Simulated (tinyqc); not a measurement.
Critical temperature from a phonon spectrum: McMillan, Allen-Dynes and the linearised Eliashberg equation: one step, computed by the program tinyqc. Command: `OMP_NUM_THREADS=1 python tinyqc.py 3021639 3021640 out.jsonl eliashberg walk`. One thread of a shared host (Intel(R) Xeon(R) Processor @ 2.30GHz), about 0.01 s of CPU time with the checks.

alpha^2 F(omega) = sum_i (lambda_i omega_i/2) delta(omega - omega_i), so that lambda = 2 int alpha^2 F/omega d omega = sum_i lambda_i.

Task: Moments of the spectrum. omega_log = exp(sum lambda_i ln omega_i / lambda); omega_rms = sqrt(sum lambda_i omega_i^2 / lambda).

Inputs (values chosen for the exercise, for a model metal):
```
quantity             value  unit
peak energy omega_1   25.9   meV
coupling lambda_1    0.552     -
peak energy omega_2   43.5   meV
coupling lambda_2    0.228     -
peak energy omega_3   85.7   meV
coupling lambda_3    0.499     -
```

Peaks in alpha^2 F: three.

Give: lambda; omega_log; omega_rms.

Result:

lambda = 1.279

omega_log = 45.310 meV

omega_rms = 59.095 meV
